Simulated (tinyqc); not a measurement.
# Fully depleted semiconductor-on-insulator film with two gates, non-linear Poisson equation by Newton steps: two studies

One dimension across the film, front interface at x = 0, back interface at x = ts. psi is counted from the intrinsic level, n = ni exp(psi/Vt) (source grounded), holes neglected, acceptors ionised. Gates act through Cox = eps0 eox/tox and Cbox = 3.9 eps0/tb with potentials G1 = Vg - (phiM - chi - Vt ln(Nc/ni)) and G2 = Vb - (phiB - chi - Vt ln(Nc/ni)). Classical Boltzmann densities, no interface charge, no depletion in the back plane.

Inputs (values chosen for the exercise); band and dielectric values close to those of silicon:

| symbol | value | unit | meaning |
|---|---|---|---|
| T | 350 | K | temperature |
| Eg | 1.11 | eV | band gap |
| eps_r | 11.7 |  | relative permittivity |
| Nc | 3.54e19 | cm^-3 | conduction-band density of states at T |
| Nv | 3.38e19 | cm^-3 | valence-band density of states at T |
| chi | 4.01 | eV | electron affinity |
| eox | 3.9 |  | relative permittivity of the gate insulator (close to silicon dioxide) |
| tox | 0.94 | nm | insulator thickness |
| ts | 11 | nm | film thickness |
| tb | 11 | nm | buried-oxide thickness (eps_r 3.9) |
| Na | 1e15 | cm^-3 | acceptor density of the film |
| phiM | 4.38 | eV | work function of the front gate |
| phiB | 4.51 | eV | work function of the back plane |
| Vb | 0 | V | back-gate voltage |

Constants: q = 1.602176634e-19 C, kB = 1.380649e-23 J/K, Vt = kB T/q, eps0 = 8.8541878128e-14 F/cm where lengths are in cm. Results are converted to the units shown.

Each table varies one quantity; the others keep the values above.

## Charge against front-gate voltage

ni = sqrt(Nc Nv) exp(-Eg/(2 Vt)), Eg in volts. The Poisson equation eps0 eps_r d2psi/dx2 = q (n + Na), with -eps0 eps_r dpsi/dx = Cox (G1 - psi) at x = 0 and eps0 eps_r dpsi/dx = Cbox (G2 - psi) at x = ts, is solved on 300 equal intervals with half boxes at both ends; N_inv is the trapezoid sum of n. Swing = ln 10/(d ln N_inv/dVg); the last column is (dN_inv/dVb)/(dN_inv/dVg).

Results:
```
Vg (V)	psi front (V)	psi back (V)	N_inv (cm^-2)	centroid/ts	swing (mV/decade)	q dN_inv/dVg over Cox	back/front leverage
-0.15	0.0369	0.0415	1.42e6	0.513	84.8	1.69e-6	0.221
0.15	0.319	0.253	6.06e9	0.331	81.5	0.00746	0.160
0.3	0.449	0.342	2.79e11	0.247	118	0.237	0.130
0.45	0.529	0.372	1.83e12	0.164	297	0.618	0.101
0.6	0.572	0.379	4.27e12	0.116	553	0.775	0.0880
0.75	0.599	0.382	7.07e12	0.0902	839	0.846	0.0826
0.9	0.619	0.383	1.01e13	0.0740	1.14e3	0.885	0.0797
1.05	0.635	0.384	1.31e13	0.0630	1.45e3	0.909	0.0779
```

Estimate the missing row, Vg = 0 V.

Computed row:
```
Vg (V)	psi front (V)	psi back (V)	N_inv (cm^-2)	centroid/ts	swing (mV/decade)	q dN_inv/dVg over Cox	back/front leverage
0	0.178	0.147	8.85e7	0.417	82.5	1.08e-4	0.188
```

With this row back in the table: N_inv passes 1e11 cm^-2 at Vg = 0.254 V. The swing starts at 84.8 mV a decade, against (1 + k) Vt ln 10 = 73.9 for a front channel with k = Cs Cbox/(Cox (Cs + Cbox)) = 0.0641, Cs = eps0 eps_r/ts; above threshold this column is no longer a subthreshold swing. The centroid falls from 0.513 to 0.0630 of ts and the leverage of the back gate falls from 0.221 to 0.0779. For Vg = 0.45, 0.6, 0.75, 0.9, 1.05 the density at an interface exceeds 0.3 Nc, where Boltzmann statistics fail. For Vg = 0.3, 0.45, 0.6, 0.75, 0.9, 1.05 the classical centroid lies within 3 nm of an interface, where confinement, left out, would push it away.

## Threshold and coupling against the insulator thickness

VT is the Vg for N_inv = 1e11 cm^-2; -dVT/dVb from the linearised equation. Limits with Cs = eps0 eps_r/ts: front channel Cs Cbox/(Cox (Cs + Cbox)), back channel Cbox (Cox + Cs)/(Cox Cs). Swing at N_inv = 1e8 cm^-2.

The same in every row: centroid/ts at VT = 0.275.

Threshold and coupling against the insulator thickness:
```
tox (nm)	VT (V)	-dVT/dVb	front-channel limit	back-channel limit	swing (mV/decade)
0.47	0.240	0.106	0.0320	0.376	80.0
0.66	0.246	0.120	0.0450	0.393	81.0
0.94	0.254	0.141	0.0641	0.419	82.5
1.3	0.264	0.167	0.0886	0.452	84.4
1.9	0.281	0.211	0.130	0.506	87.5
2.7	0.304	0.270	0.184	0.579	91.8
3.8	0.336	0.351	0.259	0.679	97.6
```

What does the comparison show?

As tox goes from 0.47 to 3.8, VT rises from 0.240 to 0.336 V, the centroid stays near 0.275 of ts and -dVT/dVb rises from 0.106 to 0.351. The coupling covers 21.6 % of the way from the front-channel to the back-channel limit in the first row and 22.0 % in the last.

Numbers from tinyqc (`OMP_NUM_THREADS=1 python tinyqc.py 2190040 2190041 out.jsonl`; about 0.3 s on one thread of a shared Intel Xeon 2.30GHz).
